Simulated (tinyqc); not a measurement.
Worked calculation: tight binding, dimerised chain. One step of it, computed by the program tinyqc.

Question. Open chain of 4 cells. The same hoppings without the wrap-around bond.

H of the open chain (eV):
```
[[0.000000, -2.150000, 0.000000, 0.000000, 0.000000, 0.000000, 0.000000, 0.000000],
 [-2.150000, 0.000000, -1.830000, 0.000000, 0.000000, 0.000000, 0.000000, 0.000000],
 [0.000000, -1.830000, 0.000000, -2.150000, 0.000000, 0.000000, 0.000000, 0.000000],
 [0.000000, 0.000000, -2.150000, 0.000000, -1.830000, 0.000000, 0.000000, 0.000000],
 [0.000000, 0.000000, 0.000000, -1.830000, 0.000000, -2.150000, 0.000000, 0.000000],
 [0.000000, 0.000000, 0.000000, 0.000000, -2.150000, 0.000000, -1.830000, 0.000000],
 [0.000000, 0.000000, 0.000000, 0.000000, 0.000000, -1.830000, 0.000000, -2.150000],
 [0.000000, 0.000000, 0.000000, 0.000000, 0.000000, 0.000000, -2.150000, 0.000000]]
```

Give: levels; weights of the highest filled level on the sites.

Answer.

levels (eV): [-3.7459, -3.0744, -2.0594, -0.9009, 0.9009, 2.0594, 3.0744, 3.7459]

weights of the highest filled level on the sites: [0.1855, 0.0326, 0.1740, 0.1079, 0.1079, 0.1740, 0.0326, 0.1855]

The bulk gap runs from -0.3200 to 0.3200 eV; no level of this chain lies inside it.
